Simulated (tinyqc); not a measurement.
Inside a calculation: Wannier function of the lower band of a two-orbital chain. Values are carried at full precision from step to step, so a last printed digit may differ when a step is redone from the rounded ones.

H(k) = [[-d/2 - 2 ta cos k, -t1 - t2 exp(-ik)], [-t1 - t2 exp(ik), d/2 - 2 tb cos k]], k in 1/a, Bloch sums with exp(ikR) and without the positions inside the cell. Mesh k_j = 2 pi j/N. Projection gauge: each lower eigenvector u is multiplied by the phase that makes <trial|u> real and positive (the one-band case of Loewdin orthogonalisation). Wannier amplitudes w(R) = (1/N) sum_k exp(ikR) u(k); hoppings H(R) = (1/N) sum_k exp(-ikR) E(k).

Values chosen for the exercise: d = -1.09 eV (A at -d/2, B at +d/2); t1 = 1.44 eV (A-B in the cell); t2 = 0.94 eV (B to A of the next cell); ta = -0.08 eV (A-A between cells); tb = 0.29 eV (B-B between cells); N = 5 (k points); th = 45 degrees (trial orbital cos(th) A + sin(th) B in cell 0); xb = 0.35 a (position of B (A at 0)); a = 3.9 angstrom (period); kq = 2 1/a (point off the mesh).

## Bloch states in the projection gauge

Diagonalise at each mesh point and fix the phase.

Mesh:
```
j,E lower (eV),E upper (eV),u_A,u_B,|<trial|u>|
0,-2.7598,2.3398,0.56619,0.82427,0.9832
1,-2.1212,1.9914,0.56038-0.16018i,0.79666+0.16018i,0.9596
2,-0.7397,1.0795,0.55872-0.22978i,0.76305+0.22978i,0.9346
3,-0.7397,1.0795,0.55872+0.22978i,0.76305-0.22978i,0.9346
4,-2.1212,1.9914,0.56038+0.16018i,0.79666-0.16018i,0.9596
```

The projection is smallest at j = 2 and 3 (0.9346); the gauge is smooth as long as it stays away from zero.

## The Wannier function

w(R) = (1/N) sum_j exp(2 pi i j R/N) u_j, for the N cells nearest the origin; it is real.

Amplitudes:
```
R,on A,on B
-2,0.0507,-0.0484
-1,-0.1133,0.1314
0,0.5609,0.7887
1,0.1167,-0.0986
2,-0.0488,0.0511
```

norm = 1.0000

Cell 0 holds 93.7 % of the weight.

## Centre and spread in real space

Point-like orbitals at R (A) and R + xb (B): centre <x>, spread <x^2> - <x>^2.

centre in units of a = 0.222
centre in angstrom = 0.867
spread = 1.807 angstrom^2

## The same from overlaps (Marzari-Vanderbilt)

b = 2 pi/N; M_j = u_j^+ diag(1, exp(-i b xb)) u_(j+1), with u_N = u_0. Centre = -(1/2 pi) sum arg M_j; gauge-invariant part Omega_I = (1/(N b^2)) sum (1 - |M_j|^2); gauge-dependent part Omega_D = (1/(N b^2)) sum (arg M_j + b centre)^2.

Overlaps:
```
j,|M_j|,arg M_j (rad)
0,0.9996,-0.2536
1,0.9934,-0.2635
2,0.6548,-0.4519
3,0.9934,-0.2635
4,0.9996,-0.2536
```

centre from overlaps = 0.237 a
Omega_I = 0.0758 a^2
Omega_D = 0.0038 a^2

The centre is the Berry phase over 2 pi and does not depend on the trial orbital (modulo a). Omega_D is 4.8 % of the total; in one dimension a gauge that spreads the phase evenly removes it. The total is 0.0796 a^2, against 0.1150 a^2 (centre 0.227 a) in real space on 96 cells.

## Hoppings and interpolation

H(R) = (1/N) sum_j E_j cos(2 pi j R/N) for R = 0 to N/2. Interpolation: E(k) = H(0) + 2 sum H(R) cos(kR), the term R = N/2 of an even mesh counted once.

H(0), H(1), ... (eV): -1.6963  -0.5748  0.0430

interpolated E(kq) = -1.2742 eV

The exact value is -1.3210 eV; the interpolation is off by +46.8 meV. Though the chain has short hoppings, the single band has longer ones, made by paths through the other orbital, which the tails of the Wannier function carry.

## Checks

- Centre from overlaps against the real-space centre on 200 points: both 0.2273.
- Omega_I + Omega_D against the real-space spread on 200 points: both 0.115.

tinyqc: `OMP_NUM_THREADS=1 python tinyqc.py 1482246 1482247 out.jsonl`; about 0.2 s, one thread, shared Intel(R) Xeon(R) Processor @ 2.30GHz.
